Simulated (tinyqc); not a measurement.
# Input admittance of a MOSFET at zero drain bias: distributed channel and distributed gate: two studies

Source and drain grounded, strong inversion, w = 2 pi f, Cox = eps0 eox/tox. The channel is an RC line of resistance 1/(mu Cox Vo) per square fed from both ends, so one finger has the intrinsic admittance y = i w Cox L tanh(g)/g per width, g = (1/2) sqrt(i w tau), tau = L^2/(mu Vo). The vertical resistance rv/L is in series with y, the overlaps 2 i w Cov in parallel: y_t = 1/(1/y + rv/L) + 2 i w Cov. The gate strip is a line of Rsh/L per length loaded by y_t, so a finger has Y = y_t Wf tanh(k)/k, k = (Wf/sd) sqrt(y_t Rsh/L); the device has Nf Y.

Parameters, values chosen for the exercise; values of the order met in silicon radio-frequency transistors: relative permittivity of the gate insulator (close to silicon dioxide) eox = 3.9; insulator thickness tox = 4.8 nm; channel length L = 1.1 um; finger width Wf = 11 um; number of fingers Nf = 8; channel mobility mu = 320 cm^2/(V s); gate overdrive Vo = 0.7 V; sheet resistance of the gate Rsh = 26 ohm/square; vertical resistivity of the gate stack rv = 12 ohm um^2; number of ends at which a finger is contacted sd = 2; overlap and fringe capacitance on each side Cov = 0.3 fF/um; frequency f = 11 GHz.

Constants: eps0 = 8.8541878128e-14 F/cm where lengths are in cm. Results are converted to the units shown.

Each table varies one quantity; the others keep the values above.

## Input impedance against frequency

Low-frequency limits, with c = Cox L and ct = c + 2 Cov: R_strip = Rsh Wf/(3 sd^2 L Nf), R_ch = (c/ct)^2 L/(12 mu Cox Vo Wf Nf), R_vert = (c/ct)^2 rv/(L Wf Nf), C = ct Wf Nf. Z = 1/(Nf Y) = R + 1/(i w C), Q = |Im Z|/R, far-point signal |1/cosh k|.

The same in every row: low-frequency R (ohm) = 8.4005.

Input impedance against frequency:
```
f (GHz)     w tau       |k|  R (ohm)  C (fF)        Q  signal at the far point
0.1      0.033940  0.061843   8.4005  749.18   252.89                  0.99999
0.3       0.10182   0.10711   8.4005  749.17   84.298                  0.99994
0.8       0.27152   0.17489   8.4001  749.07   31.617                  0.99959
2         0.67881   0.27626   8.3981  748.48   12.660                  0.99748
6          2.0364   0.47433   8.3787  742.93   4.2613                  0.97866
20         6.7881   0.79917   8.1896  688.83   1.4106                  0.85658
40         13.576   0.97598   7.7302  573.40  0.89767                  0.74555
100        33.940    1.1927   6.1586  346.87  0.74503                  0.63913
300        101.82    1.6395   4.0935  188.41  0.68787                  0.47001
```

R falls from 8.40 to 4.09 ohm and C falls from 749 to 188 fF. Q goes as f^(-1.00) between the first two rows and f^(-0.07) between the last two, where w tau = 102 and |k| = 1.64. The low-frequency limits hold both R and C within 5 % up to f = 6 GHz among the rows.

## Effect of the gate overdrive

Same model as above.

Results:
```
Vo (V)  w tau     |k|  R (ohm)  low-frequency R (ohm)  C (fF)      Q  signal at the far point
0.2     13.07  0.5186    20.50                  22.36   592.2  1.192                   0.9224
0.35    7.467  0.5847    13.58                  13.99   683.3  1.559                   0.9202
0.5     5.227  0.6123    10.48                  10.63   713.4  1.936                   0.9277
0.65    4.021  0.6256    8.747                  8.830   726.3  2.278                   0.9355
0.8     3.267  0.6328    7.650                  7.702   732.9  2.581                   0.9421
1.1     2.376  0.6399    6.341                  6.370   739.1  3.087                   0.9515
1.25    2.091  0.6418    5.920                  5.943   740.7  3.300                   0.9549
```

Estimate the missing row, Vo = 0.95 V.

Computed row:
```
Vo (V)  w tau     |k|  R (ohm)  low-frequency R (ohm)  C (fF)      Q  signal at the far point
0.95    2.751  0.6371    6.893                  6.931   736.7  2.849                   0.9473
```

With this row back in the table: As Vo goes from 0.2 to 1.25, R falls from 20.5 to 5.92 ohm, C rises from 592 to 741 fF and Q rises from 1.19 to 3.30. Only the channel term depends on Vo.

Program tinyqc, `OMP_NUM_THREADS=1 python tinyqc.py 2262027 2262028 out.jsonl`; Intel Xeon 2.30GHz, shared host, one thread, about 0.01 s.
